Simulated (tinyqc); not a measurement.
Heavy and light holes: cyclotron masses of warped hole bands.

Inputs chosen for the exercise (near those of Ge; not measured data):
- g1 = 13.45 (Luttinger gamma1)
- g2 = 4.25 (gamma2)
- g3 = 5.71 (gamma3)
- ths = (0, 10, 25, 35, 55, 70, 90) degrees (angles)

E = c k^2 f(n) with f = g1 -/+ 2 sqrt(g2^2 + 3 (g3^2 - g2^2)(nx^2 ny^2 + ny^2 nz^2 + nz^2 nx^2)). For the orbit through k = 0 perpendicular to b = (sin(theta)/sqrt2, sin(theta)/sqrt2, cos(theta)), mc is the mean of 1/f over the directions n in that plane (180 evenly spaced angles). Quantum effects of the lowest levels are left out.

Cyclotron masses (m0):
```
theta (degrees)   heavy   light
0                0.2767  0.0433
10               0.2840  0.0431
25               0.3192  0.0423
35               0.3484  0.0418
55               0.3724  0.0413
70               0.3685  0.0415
90               0.3655  0.0419
```

What can be read from this table?

The heavy mass varies by 35 % over the table, with its largest listed value at 55 degrees ([111] lies at 54.7) and its smallest at 0; the light mass varies by 4.9 %. The warping term enters both with the same size, but it is set against a small inverse mass in one and a large one in the other (along [111], g1 - 2 g3 = 2.03 and g1 + 2 g3 = 24.87).

(tinyqc, `OMP_NUM_THREADS=1 python tinyqc.py 1282208 1282209 out.jsonl`, Intel(R) Xeon(R) Processor @ 2.30GHz, 1 thread, shared host, about 0.01 s.)
